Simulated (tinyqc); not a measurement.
## CMOS inverter, nodal equation and switching: effect of the gain factor of the pull-up transistor

An n-channel pull-down (bn, VTn) and a p-channel pull-up (bp, VTp) share the input Vin and the output node Vout, which carries the load C. Transistor (EKV form, voltages against the body): I = 2 n b Vt^2 [F(vp - Vs) - F(vp - Vd)] from drain to source, F(v) = ln^2(1 + exp(v/(2 Vt))), vp = (Vg - VT + sg |Vd - Vs|)/n. n-channel bodies are at 0; for the p-channel device all voltages are counted down from Vdd. b in uA/V^2 gives I in uA. Static: In = Ip. Transient: C dVout/dt = Ip - In. No velocity saturation, no gate capacitance beyond C.

VM solves In = Ip with Vin = Vout; VIL and VIH are the inputs of gain -1, NML = VIL - Vout(VIH), NMH = Vout(VIL) - VIH. For a step input the delay to Vdd/2 is tHL = C times the integral of dV/(In - Ip) from Vdd/2 to Vdd at Vin = Vdd, and tLH likewise with Ip - In from 0 to Vdd/2 at Vin = 0.

Parameters, values chosen for the exercise:
- T = 300 K (temperature)
- Vdd = 1.2 V (supply voltage)
- n = 1.14 (slope factor)
- sg = 0.071 (drain-induced barrier lowering)
- VTn = 0.35 V (n-channel threshold)
- VTp = 0.41 V (p-channel threshold (magnitude))
- bn = 460 uA/V^2 (gain factor of the pull-down transistor)
- C = 0.28 fF (load capacitance)

Constants: q = 1.602176634e-19 C, kB = 1.380649e-23 J/K, Vt = kB T/q. Results are converted to the units shown.

The same in every row: tHL (ps) = 1.005.

Result of one run:

| VM (V) | gain at VM | NML (V) | NMH (V) | tLH (ps) |
|---|---|---|---|---|
| 0.5265 | -14.08 | 0.3477 | 0.5336 | 2.398 |

Which gain factor of the pull-up transistor bp gave this result: 140, 220, 780, 1200 or 1800 uA/V^2?

bp = 220 uA/V^2.

The whole series:

| bp (uA/V^2) | VM (V) | gain at VM | NML (V) | NMH (V) | tLH (ps) |
|---|---|---|---|---|---|
| 92 | 0.4759 | -14.08 | 0.2921 | 0.6074 | 5.734 |
| 140 | 0.4997 | -14.08 | 0.3166 | 0.5730 | 3.768 |
| 220 | 0.5265 | -14.08 | 0.3477 | 0.5336 | 2.398 |
| 330 | 0.5514 | -14.08 | 0.3795 | 0.4971 | 1.598 |
| 510 | 0.5784 | -14.08 | 0.4168 | 0.4588 | 1.034 |
| 780 | 0.6047 | -14.08 | 0.4548 | 0.4237 | 0.6763 |
| 1200 | 0.6307 | -14.08 | 0.4931 | 0.3919 | 0.4396 |
| 1800 | 0.6543 | -14.08 | 0.5277 | 0.3659 | 0.2930 |

As bp goes from 92 to 1800 uA/V^2, VM rises from 0.476 to 0.654 V, the size of the gain stays near 14.1, tHL stays near 1.00 ps and tLH falls from 5.73 to 0.293 ps. The smaller margin is largest, 0.424 V, at bp = 780 uA/V^2 among the rows. A stronger pull-up raises VM and trades low-side against high-side margin. In every row the overdrive passes 0.5 V, where velocity saturation, left out here, would lengthen the delays of short devices.

Numbers from tinyqc (`OMP_NUM_THREADS=1 python tinyqc.py 2340167 2340168 out.jsonl`; about 0.06 s on one thread of a shared Intel Xeon 2.30GHz).
